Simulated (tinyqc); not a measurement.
Surface approximation against the full path: Rutherford backscattering from a thin compound film on silicon: kinematics, yields, composition and thickness. Computed by tinyqc, a small Python program. Command: `OMP_NUM_THREADS=1 python tinyqc.py 3003307 3003308 out.jsonl rbs walk`. One thread of a shared host (Intel(R) Xeon(R) Processor @ 2.30GHz), about 0.01 s of CPU time with the checks.

Singly charged helium ions (Z1 = 2, M1 = 4.0026 u) enter at the tilt angle a1 to the normal and leave at a2 = |180 - theta - tilt| in the same plane. The film is A B_x.

Inputs (values chosen for the exercise, modelled on a helium beam on SiGe):
```
quantity                                value           unit
beam energy E0                            1.6            MeV
scattering angle theta                    165        degrees
tilt of the sample                          7        degrees
heavy element: mass M_A                  72.6              u
heavy element: stopping eps_A at 2 MeV   73.8  1e-15 eV cm^2
light element: mass M_B                 28.09              u
light element: stopping eps_B at 2 MeV   48.1  1e-15 eV cm^2
atoms of B per atom of A, x              3.15              -
atomic density of the film               46.7         1/nm^3
film thickness d                           72             nm
detector resolution (FWHM)                 17            keV
```

Method:
- Kinematic factor K = [(sqrt(M^2 - M1^2 sin^2 theta) + M1 cos theta)/(M + M1)]^2.
- Surface edges lie at K E0; substrate silicon has M = 28.09 u. Mass resolution at M_A = resolution/(E0 dK/dM).
- Stopping per atom eps(E) = eps(2 MeV) (E/2 MeV)^(-0.4) (a law chosen for the exercise); Bragg rule eps_film = (eps_A + x eps_B)/(1 + x); areal density N d, with 1/nm^2 = 0.1 x 1e15/cm^2.
- Width of the signal of element i: [K_i eps(E0)/cos a1 + eps(K_i E0)/cos a2] N d; depth resolution = resolution x d/width of A; energy lost on the way in = eps(E0) N d/cos a1.
- Surface approximation as above. Full path: dE/ds = -eps(E) integrates to E^1.4 = E(start)^1.4 - 1.4 eps(2 MeV) 2000^0.4 s (keV), applied in (s = N d/cos a1), then K, then out (s = N d/cos a2); width = K E0 - exit energy. The last column is the error in thickness if the full width is read with the surface formula.

energy lost on the way in = 20.1097 keV

widths (keV): A 38.1705, B 36.6976

surface edges (keV): A 1287.89, B 910.14, Si 910.14

kinematic factors: A 0.804934, B 0.568838, Si 0.568838

Widths (keV):
```
d (nm)  A, surface  A, full  B, full  error (%)
5             2.65     2.65     2.55     0.0412
10            5.30     5.31     5.10     0.0825
20           10.60    10.62    10.22     0.1655
50           26.51    26.62    25.63     0.4168
100          53.01    53.46    51.56     0.8443
150          79.52    80.54    77.81     1.2831
200         106.03   107.87   104.39     1.7337
300         159.04   163.30   158.64     2.6733
```

The error grows roughly in proportion to thickness, from 0.04 % to 2.7 %, because the ion slows and the stopping rises along the path. The signals of A and B would overlap once the width of A exceeds the gap between the edges, 378 keV. Caution: the silicon signal of the film merges with that of the substrate, so only the width of A can be read directly.
